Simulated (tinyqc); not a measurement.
## Input admittance of a MOSFET at zero drain bias: distributed channel and distributed gate: input impedance against frequency

Source and drain grounded, strong inversion, w = 2 pi f, Cox = eps0 eox/tox. The channel is an RC line of resistance 1/(mu Cox Vo) per square fed from both ends, so one finger has the intrinsic admittance y = i w Cox L tanh(g)/g per width, g = (1/2) sqrt(i w tau), tau = L^2/(mu Vo). The vertical resistance rv/L is in series with y, the overlaps 2 i w Cov in parallel: y_t = 1/(1/y + rv/L) + 2 i w Cov. The gate strip is a line of Rsh/L per length loaded by y_t, so a finger has Y = y_t Wf tanh(k)/k, k = (Wf/sd) sqrt(y_t Rsh/L); the device has Nf Y.

Low-frequency limits, with c = Cox L and ct = c + 2 Cov: R_strip = Rsh Wf/(3 sd^2 L Nf), R_ch = (c/ct)^2 L/(12 mu Cox Vo Wf Nf), R_vert = (c/ct)^2 rv/(L Wf Nf), C = ct Wf Nf. Z = 1/(Nf Y) = R + 1/(i w C), Q = |Im Z|/R, far-point signal |1/cosh k|.

Parameters, values chosen for the exercise; values of the order met in silicon radio-frequency transistors: relative permittivity of the gate insulator (close to hafnium oxide) eox = 21.5; insulator thickness tox = 22 nm; channel length L = 1.9 um; finger width Wf = 2.8 um; number of fingers Nf = 16; channel mobility mu = 140 cm^2/(V s); gate overdrive Vo = 0.28 V; sheet resistance of the gate Rsh = 26 ohm/square; vertical resistivity of the gate stack rv = 4.4 ohm um^2; number of ends at which a finger is contacted sd = 1; overlap and fringe capacitance on each side Cov = 0.36 fF/um.

Constants: eps0 = 8.8541878128e-14 F/cm where lengths are in cm. Results are converted to the units shown.

The same in every row: low-frequency R (ohm) = 96.480.

Result of one run:
```
f (GHz)     w tau       |k|  R (ohm)  C (fF)       Q  signal at the far point
0.01     0.057863  0.010755   96.480  768.79  214.57                   1.0000
```

What becomes of these results when the frequency f is changed from 0.01 to 10 GHz, all else the same?

Result of the changed run:
```
f (GHz)   w tau      |k|  R (ohm)  C (fF)       Q  signal at the far point
10       57.863  0.18041   47.438  279.71  1.1995                  0.98972
```

The whole series:
```
f (GHz)     w tau       |k|  R (ohm)  C (fF)       Q  signal at the far point
0.01     0.057863  0.010755   96.480  768.79  214.57                   1.0000
0.03      0.17359  0.018627   96.479  768.76  71.528                   1.0000
0.07      0.40504  0.028445   96.472  768.59  30.664                  0.99999
0.2        1.1573  0.047946   96.413  767.14  10.759                  0.99989
0.5        2.8932  0.074604   96.062  758.63  4.3679                  0.99938
1          5.7863   0.10045   94.838  730.34  2.2978                  0.99800
4          23.145   0.14506   77.232  471.93  1.0917                  0.99295
10         57.863   0.18041   47.438  279.71  1.1995                  0.98972
30         173.59   0.24818   23.326  167.42  1.3585                  0.98221
```

R falls from 96.5 to 23.3 ohm and C falls from 769 to 167 fF. Q goes as f^(-1.00) between the first two rows and f^(0.11) between the last two, where w tau = 174 and |k| = 0.248. The low-frequency limits hold both R and C within 5 % up to f = 0.5 GHz among the rows.

Program tinyqc, `OMP_NUM_THREADS=1 python tinyqc.py 2262243 2262244 out.jsonl`; Intel Xeon 2.30GHz, shared host, one thread, about 0.01 s.
